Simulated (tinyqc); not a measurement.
Metal gate on a two-layer dielectric stack with fixed charge and a dipole: one step of the calculation.

Gate, layer 2, layer 1, p-type semiconductor; x runs from the gate inwards. Charges are counted in units of +q. psi is the band bending at the surface, positive towards inversion. Classical charge, Boltzmann statistics, no interface traps.

Problem. Threshold voltage. ni = sqrt(Nc Nv) exp(-Eg/(2 Vt)), Eg in volts, pB = Vt ln(Na/ni), Vth = Vfb + 2 pB + sqrt(4 q eps0 eps_r Na pB)/Cox.

Values chosen for this exercise; band and dielectric values close to those of germanium, layer 1 close to silicon dioxide, layer 2 close to hafnium oxide:
```
symbol    value   unit                                 meaning
T           250      K                             temperature
Eg        0.654     eV                                band gap
eps_r        16                          relative permittivity
Nc      7.99e18  cm^-3  conduction-band density of states at T
Nv      4.55e18  cm^-3     valence-band density of states at T
Na       4.8e17  cm^-3                        acceptor density
```

Constants: q = 1.602176634e-19 C, kB = 1.380649e-23 J/K, Vt = kB T/q, eps0 = 8.8541878128e-14 F/cm where lengths are in cm. Results are converted to the units shown.

Vfb = 0.25306472 V
Cox = 1.5486198 uF/cm^2

Give: ni; pB; depletion charge; Vth.

Solution.

ni = 1.5426e12 cm^-3
pB = 0.27248 V
depletion charge = 0.34459 uC/cm^2
Vth = 1.0205 V

tinyqc, about 0.01 s, one thread, Intel Xeon 2.30GHz (shared host): `OMP_NUM_THREADS=1 python tinyqc.py 2010104 2010105 out.jsonl`
